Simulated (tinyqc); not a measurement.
Lossy on-chip transmission line with skin effect: two steps of the calculation.

A uniform line in a homogeneous dielectric: c = sqrt(er)/(c0 Z0), l = Z0 sqrt(er)/c0 (c0 = 299792458 m/s), g = w c td, w = 2 pi f. The resistance joins its limits as r = sqrt(r_dc^2 + r_hf^2), with r_dc = rho/(wd th), r_hf = kr rho/(2 delta (wd + th)), delta = sqrt(rho/(pi f mu0)), mu0 = 4 pi 1e-7 H/m; this is an interpolation, and internal inductance, up to 0.05 nH/mm at low frequency, is neglected.

Values chosen for this exercise:

| symbol | value | unit | meaning |
|---|---|---|---|
| len | 4.7 | mm | length |
| Rg | 50 | ohm | source resistance |
| RL | 1000 | ohm | load resistance |
| CL | 300 | fF | load capacitance |
| f | 0.88 | GHz | frequency |

Task 1. Propagation constant and impedance. gamma = sqrt((r + i w l)(g + i w c)) = alpha + i beta, Zc = sqrt((r + i w l)/(g + i w c)), roots with positive real part; loss 8.685889638 alpha in dB; phase velocity w/beta.

r = 13.044287 ohm/mm
l = 0.30762134 nH/mm
c = 151.91177 pF/m
g = 0.016799021 S/m

Give: gamma len; Zc; loss; phase velocity over c0; r/(w l).

Result 1.

gamma len = 0.3297+0.3680i
Zc = 94.85-81.62i ohm
loss = 0.6093 dB/mm
phase velocity over c0 = 0.2356
r/(w l) = 7.669

r exceeds w l, so the line behaves mainly as an RC line at this frequency.

Task 2. Reflection, input impedance and transfer. ZL = 1/(1/RL + i w CL); reflection (ZL - Zc)/(ZL + Zc); Zin = Zc (ZL + Zc tanh(gamma len))/(Zc + ZL tanh(gamma len)); H = V_load/V_source = [Zin/(Zin + Rg)]/[cosh(gamma len) + (Zc/ZL) sinh(gamma len)].

gamma len = 0.32970395+0.36799930i
Zc = 94.849399-81.619519i ohm

Wanted: ZL; reflection at the load; Zin; H; |H|.

Result 2.

ZL = 266.6-442.2i ohm
reflection at the load = 0.6196-0.0997i
Zin = 62.2-173.1i ohm
H = 0.7614-0.3697i
|H| = -1.448 dB

Numbers from tinyqc (`OMP_NUM_THREADS=1 python tinyqc.py 2810118 2810119 out.jsonl`; about 0.01 s on one thread of a shared Intel Xeon 2.30GHz).
